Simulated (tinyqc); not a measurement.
Valence-band offset from core levels (Kraut method), with the dipole against the affinity rule: one step of the calculation.

Binding energies are counted downwards from the Fermi level. dEv > 0 means that the valence edge of B lies below that of A, dEc > 0 that the conduction edge of B lies above that of A; dEc + dEv = EgB - EgA. The spectra are made-up values treated as data.

Question. Offsets. dEv = (iB - iA) - (cB - vB) + (cA - vA), dEc = EgB - EgA - dEv.

Inputs (values chosen for the exercise); gaps and affinities close to those of In0.53Ga0.47As (A) and silicon nitride (B): gap of the substrate A EgA = 0.75 eV; gap of the overlayer B EgB = 5.21 eV; core level of bare A cA = 39.74 eV; core level of thick B cB = 14.46 eV; valence-band maximum of thick B vB = 3.82 eV; core level of A under a thin film of B iA = 39.88 eV; core level of B in that thin film iB = 13.8 eV.

vA = 0.51951456 eV

Give: cA - vA; cB - vB; iB - iA; dEv; dEc.

Answer.

cA - vA = 39.220 eV
cB - vB = 10.640 eV
iB - iA = -26.080 eV
dEv = 2.5005 eV
dEc = 1.9595 eV

The alignment is type I (straddling). Both offsets exceed 1 eV, the usual requirement for a gate dielectric. A rigid shift of all levels, by charging or doping, cancels in the differences.

Numbers from tinyqc (`OMP_NUM_THREADS=1 python tinyqc.py 2410166 2410167 out.jsonl`; about 0.01 s on one thread of a shared Intel Xeon 2.30GHz).
